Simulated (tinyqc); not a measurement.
# Changing the step-edge barrier E_s

Model: epitaxial growth on a vicinal surface: Burton-Cabrera-Frank step flow, step-edge barrier and island nucleation. Computed by tinyqc, a small Python program. Command: `OMP_NUM_THREADS=1 python tinyqc.py 3026175 3026176 out.jsonl stepflow sweep`. One thread of a shared host (Intel(R) Xeon(R) Processor @ 2.30GHz), about 0.02 s of CPU time with the checks.

Adatoms land at rate F, hop on a square grid (a simplification for hexagonal faces), desorb, or join steps. Lengths are in units of a and n is the adatom coverage. Steps ascend at x = 0 and descend at x = l.

Inputs (values chosen for the exercise, close to those used for GaN(0001)): site spacing a = 3.19 angstrom; step height h = 2.59 angstrom; diffusion barrier E_d = 1.22 eV; desorption energy E_a = 3.01 eV; adatom formation energy E_f = 1.23 eV; attempt frequency nu = 1 THz; deposition rate F = 9.2 layers/s; miscut angle = 4 degrees; temperature T = 860 C.

Constants: k_B = 8.617333262e-05 eV/K.

Method:
- D = nu exp(-E_d/(k_B T)) (a^2/s, nu counted per direction); tau = exp(E_a/(k_B T))/nu; x_s = sqrt(D tau); n_eq = exp(-E_f/(k_B T)); terrace width l = h/(a tan(miscut)); Schwoebel length l_s = exp(E_s/(k_B T)) - 1.
- Temperatures in kelvin are T(C) + 273.15.
- D n'' - n/tau + F = 0 with n(0) = n_eq and -l_s n'(l) = n(l) - n_eq. With u = n - F tau, A = n_eq - F tau, y = l/x_s, s = l_s/x_s: u = A cosh(x/x_s) + B sinh(x/x_s), B = A (1 - cosh y - s sinh y)/(sinh y + s cosh y). Flux into the ascending step J+ = D B/x_s, over the descending one J- = -(D/x_s)(A sinh y + B cosh y); step velocity J+ + J-; growth rate (J+ + J-)/l. For small y: J+ + J- = (F - n_eq/tau) l, J-/J+ = l/(l + 2 l_s).
- The coverage peaks where n' = 0, tanh(x/x_s) = -B/A.

One run for each value; columns: (1) step-edge barrier E_s (eV); (2) J- (atoms per step site and s); (3) J+ (atoms per step site and s); (4) peak coverage; (5) position of the peak (a); (6) Schwoebel length l_s (a):
```
(1)     (2)    (3)        (4)    (5)    (6)
0.00  53.41   53.4  4.473e-05   5.81    0.0
0.05  50.50   56.3  4.936e-05   6.12    0.7
0.10  46.29   60.5  5.649e-05   6.58    1.8
0.15  40.64   66.2  6.686e-05   7.19    3.6
0.20  33.77   73.1  8.074e-05   7.94    6.8
0.30  19.26   87.6  1.145e-04   9.52   20.6
0.40   8.77   98.1  1.427e-04  10.66   59.1
0.50   3.48  103.3  1.582e-04  11.23  166.4
```

What does the table show, and why?

Over the rows, J- (atoms per step site and s) falls from 53.4 to 3.48; J+ (atoms per step site and s) rises from 53.4 to 103; peak coverage rises from 4.47e-5 to 1.58e-4. The barrier matters once l_s is comparable with l; in the limit the descending step reflects, the peak moves to x = l and the excess coverage is four times as large when desorption is weak.

Extremes, crossings and ranges named in words are read from the listed rows.
